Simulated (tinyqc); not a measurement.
Inside a calculation. Model: reverse leakage of an n+-p junction: diffusion, generation, trap-assisted and band-to-band tunnelling.

Program tinyqc, `OMP_NUM_THREADS=1 python tinyqc.py 2290059 2290060 out.jsonl`; Intel Xeon 2.30GHz, shared host, one thread, about 0.01 s. Printed values are rounded; ~0 in a residual or rate marks an entry under 1e-11 of the largest of its column.

One-sided abrupt junction in the depletion approximation, x from the junction (0) to W on the p side, field F = F0 (1 - x/W). Flat quasi-Fermi levels, long p side. Traps generate through SRH with both lifetimes shortened by 1 + Gamma (Hurkx enhancement, form for moderate fields); band-to-band generation is local and needs a total bending above Eg.

Parameters, values chosen for the exercise; band and dielectric values those of a made-up semiconductor: temperature T = 250 K; band gap Eg = 0.867 eV; relative permittivity eps_r = 15; conduction-band density of states at T Nc = 1.78e19 cm^-3; valence-band density of states at T Nv = 2.18e19 cm^-3; acceptor density of the lighter side Na = 2.8e16 cm^-3; donor density of the heavier side Nd = 1e19 cm^-3; SRH lifetime of both carriers at zero field tau = 3e-7 s; trap level above the intrinsic level Et = -0.08 eV; tunnelling mass mt = 0.22 m0; electron diffusion coefficient on the lighter side Dn = 8.2 cm^2/s; band-to-band prefactor Ab = 3.6e14 cm^-0.5 V^-2.5 s^-1; band-to-band field constant Bb = 1.32e7 V/cm; reverse bias VR = 2.2 V.

Constants: q = 1.602176634e-19 C, kB = 1.380649e-23 J/K, hbar = 1.054571817e-34 J s, m0 = 9.1093837015e-31 kg, Vt = kB T/q, eps0 = 8.8541878128e-14 F/cm where lengths are in cm. Results are converted to the units shown.

Range of the model: The n+ side is degenerate, so Vbi from Boltzmann statistics is only a guide.

## Field, scales and diffusion current

ni = sqrt(Nc Nv) exp(-Eg/(2 Vt)), Eg in volts; Vbi = Vt ln(Na Nd/ni^2); W = sqrt(2 eps0 eps_r (Vbi + VR)/(q Na)); F0 = 2 (Vbi + VR)/W; FG = sqrt(24 mt m0 (kB T)^3)/(q hbar); J_diff = q ni^2 sqrt(Dn/tau)(1 - exp(-VR/Vt))/Na.

ni = 3.593047e10 cm^-3
Vbi = 0.7111539 V
W = 415.1771 nm
F0 = 140.2367 kV/cm
FG = 263.2145 kV/cm
J_diff = 3.862108e-11 A/cm^2

## Generation rates across the layer

u = (Vbi + VR)(1 - x/W)^2, p = Na exp(-u/Vt), n = Nd exp((u - Vbi - VR)/Vt); G0 = ni^2 (1 - exp(-VR/Vt))/(tau (n + p + 2 ni cosh(Et/Vt))); Gamma = 2 sqrt(3 pi)(F/FG) exp((F/FG)^2); trap-assisted part G0 Gamma; G_bb = Ab F^2.5 exp(-Bb/F) with F in V/cm, zero unless Vbi + VR > Eg. 12 equal steps.

| point | x (nm) | F (kV/cm) | Gamma | G0 (cm^-3 s^-1) | G0 Gamma (cm^-3 s^-1) | G_bb (cm^-3 s^-1) |
|---|---|---|---|---|---|---|
| 0 | 0.0000 | 140.2367 | 4.345065 | 4.303328e8 | 1.869824e9 | 3.506039e-14 |
| 1 | 34.5981 | 128.5503 | 3.806426 | 2.911449e15 | 1.108221e16 | 5.421323e-18 |
| 2 | 69.1962 | 116.8639 | 3.320064 | 2.919808e15 | 9.693950e15 | 1.482981e-22 |
| 3 | 103.7943 | 105.1776 | 2.878214 | 2.919808e15 | 8.403832e15 | ~0 |
| 4 | 138.3924 | 93.4912 | 2.474098 | 2.919808e15 | 7.223889e15 | ~0 |
| 5 | 172.9904 | 81.8048 | 2.101761 | 2.919808e15 | 6.136738e15 | ~0 |
| 6 | 207.5885 | 70.1184 | 1.755930 | 2.919808e15 | 5.126978e15 | ~0 |
| 7 | 242.1866 | 58.4320 | 1.431887 | 2.919804e15 | 4.180831e15 | ~0 |
| 8 | 276.7847 | 46.7456 | 1.125366 | 2.903178e15 | 3.267139e15 | ~0 |
| 9 | 311.3828 | 35.0592 | 0.8324582 | 5.746005e14 | 4.783309e14 | ~0 |
| 10 | 345.9809 | 23.3728 | 0.5495291 | 6.544048e12 | 3.596145e12 | ~0 |
| 11 | 380.5790 | 11.6864 | 0.2731444 | 3.927640e11 | 1.072813e11 | 0 |
| 12 | 415.1771 | 0.0000 | 0 | 1.536822e11 | 0 | 0 |

## Current components

Each current is q times the trapezoid sum of its rate; J adds J_diff; J_bb under 1e-8 of the sum is given as 0.

J_SRH = 1.325667e-8 A/cm^2
J_TAT = 3.081900e-8 A/cm^2
J_bb = 0 A/cm^2
J = 4.411429e-8 A/cm^2

A fine grid gives J = 4.264e-8 A/cm^2; the coarse sum is 3.5 % above it. On the fine grid the largest part is trap-assisted tunnelling (69.3 %). The simple estimate q ni W/(2 tau cosh(Et/Vt)) is 49 % above the fine-grid J_SRH of 1.304e-8 A/cm^2, since near both edges n or p is large enough to quench generation.
